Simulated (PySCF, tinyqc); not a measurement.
Inside a calculation. Method: CIS on RHF in the sto-3g basis, for H4, spin multiplicity 1. The lowest restricted solution is unstable here: a spin-polarised one lies 0.0127 hartree lower (PySCF). One step of it, computed by the program tinyqc.

Problem. CIS matrix, triplets. A(ia,jb) = (e_a - e_i) d_ij d_ab - (ij|ab).

orbital energies (hartree): MO1 -0.708889, MO2 -0.270960, MO3 0.307818, MO4 0.872706

Two-electron integrals over orbitals (pq|rs), unique and non-zero (hartree):
```
(11|11) 0.536082   (21|21) 0.148612   (22|11) 0.523014   (22|22) 0.534173
(31|31) 0.126453   (32|32) 0.077491   (33|11) 0.517746   (33|22) 0.507442
(33|33) 0.525764   (41|32) 0.077330   (41|41) 0.077220   (42|31) 0.124944
(42|42) 0.137104   (43|21) 0.144847   (43|43) 0.158966   (44|11) 0.525215
(44|22) 0.533098   (44|33) 0.531519   (44|44) 0.556607
```

Give: CIS matrix A, triplet.

Solution.

CIS matrix A, triplet (hartree), lower triangle:
```
         1>3      1>4     2>3     2>4
1>3   0.4990
1>4   0.0000   1.0564
2>3   0.0000  -0.1448  0.0713
2>4  -0.1448   0.0000  0.0000  0.6106
```
